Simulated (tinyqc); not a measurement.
Capacitance of parallel on-chip lines from Laplace's equation on a mesh: two steps of the calculation.

Cross-section of an endless row of equal lines between two grounded planes; neighbours are driven in antiphase (+1 V and -1 V), so the plane midway between two lines is at 0 V. By symmetry one quarter is solved: x runs from the centre of a line (column 0, mirror) to that midplane (column 5, 0 V), y from the mid-height of the line (row 0, mirror) to the ground plane (row 4, 0 V). The line fills columns 0 to 2 and rows 0 to 2 at 1 V. Cells beside the line (below row 2) have e2, cells above have e1. Each link between nodes has the conductance g = mean permittivity of the two cells beside it (a cell beyond a mirror counts as 0), and the free nodes obey sum g (V_neighbour - V) = 0.

Parameters, values chosen for the exercise:
```
symbol,value,unit,meaning
e1,3,,relative permittivity above and below the lines
e2,2,,relative permittivity between the lines
om,1.4,,over-relaxation factor
```

Constants: eps0 = 8.8541878128e-12 F/m. Results are converted to the units shown.

Problem 1. Relaxation sweep. One sweep visits the free nodes row by row from row 0, left to right, and replaces V by V + om (weighted mean of the neighbours - V), using new values at once.

V at the start (V):

|  | col 0 | col 1 | col 2 | col 3 | col 4 | col 5 |
|---|---|---|---|---|---|---|
| row 0 | 1 | 1 | 1 | 0 | 0 | 0 |
| row 1 | 1 | 1 | 1 | 0 | 0 | 0 |
| row 2 | 1 | 1 | 1 | 0 | 0 | 0 |
| row 3 | 0 | 0 | 0 | 0 | 0 | 0 |
| row 4 | 0 | 0 | 0 | 0 | 0 | 0 |

gx:

|  | col 0 | col 1 | col 2 | col 3 | col 4 |
|---|---|---|---|---|---|
| row 0 | 1 | 1 | 1 | 1 | 1 |
| row 1 | 2 | 2 | 2 | 2 | 2 |
| row 2 | 2.5 | 2.5 | 2.5 | 2.5 | 2.5 |
| row 3 | 3 | 3 | 3 | 3 | 3 |
| row 4 | 1.5 | 1.5 | 1.5 | 1.5 | 1.5 |

gy:

|  | col 0 | col 1 | col 2 | col 3 | col 4 | col 5 |
|---|---|---|---|---|---|---|
| row 0 | 1 | 2 | 2 | 2 | 2 | 1 |
| row 1 | 1 | 2 | 2 | 2 | 2 | 1 |
| row 2 | 1.5 | 3 | 3 | 3 | 3 | 1.5 |
| row 3 | 1.5 | 3 | 3 | 3 | 3 | 1.5 |

Give: V after sweep 1.

Solution 1.

V after sweep 1 (V):

|  | col 0 | col 1 | col 2 | col 3 | col 4 | col 5 |
|---|---|---|---|---|---|---|
| row 0 | 1.000 | 1.000 | 1.000 | 0.350 | 0.122 | 0.000 |
| row 1 | 1.000 | 1.000 | 1.000 | 0.472 | 0.208 | 0.000 |
| row 2 | 1.000 | 1.000 | 1.000 | 0.482 | 0.227 | 0.000 |
| row 3 | 0.350 | 0.472 | 0.515 | 0.349 | 0.202 | 0.000 |
| row 4 | 0.000 | 0.000 | 0.000 | 0.000 | 0.000 | 0.000 |

Problem 2. Capacitance per length. C = 4 eps0 sum g (difference of V)^2 over all links (twice the energy of the four quarters, line at 1 V). Plate estimate without fringing: eps0 [2 e1 w/hd + 2 e2 t/(s/2)], w = 4 hx, t = 4 hx, s/2 = 3 hx, hd = 2 hx.

converged V (V):

|  | col 0 | col 1 | col 2 | col 3 | col 4 | col 5 |
|---|---|---|---|---|---|---|
| row 0 | 1.0000000 | 1.0000000 | 1.0000000 | 0.6250550 | 0.2958010 | 0.0000000 |
| row 1 | 1.0000000 | 1.0000000 | 1.0000000 | 0.6022095 | 0.2790744 | 0.0000000 |
| row 2 | 1.0000000 | 1.0000000 | 1.0000000 | 0.5047086 | 0.2182873 | 0.0000000 |
| row 3 | 0.4909866 | 0.4819731 | 0.4369057 | 0.2656496 | 0.1209842 | 0.0000000 |
| row 4 | 0.0000000 | 0.0000000 | 0.0000000 | 0.0000000 | 0.0000000 | 0.0000000 |

gx:

|  | col 0 | col 1 | col 2 | col 3 | col 4 |
|---|---|---|---|---|---|
| row 0 | 1 | 1 | 1 | 1 | 1 |
| row 1 | 2 | 2 | 2 | 2 | 2 |
| row 2 | 2.5 | 2.5 | 2.5 | 2.5 | 2.5 |
| row 3 | 3 | 3 | 3 | 3 | 3 |
| row 4 | 1.5 | 1.5 | 1.5 | 1.5 | 1.5 |

gy:

|  | col 0 | col 1 | col 2 | col 3 | col 4 | col 5 |
|---|---|---|---|---|---|---|
| row 0 | 1 | 2 | 2 | 2 | 2 | 1 |
| row 1 | 1 | 2 | 2 | 2 | 2 | 1 |
| row 2 | 1.5 | 3 | 3 | 3 | 3 | 1.5 |
| row 3 | 1.5 | 3 | 3 | 3 | 3 | 1.5 |

Wanted: C; plate estimate.

Solution 2.

C = 227.22 aF/um
plate estimate = 153.47 aF/um

Program tinyqc, `OMP_NUM_THREADS=1 python tinyqc.py 2790132 2790133 out.jsonl`; Intel Xeon 2.30GHz, shared host, one thread, about 0.8 s.
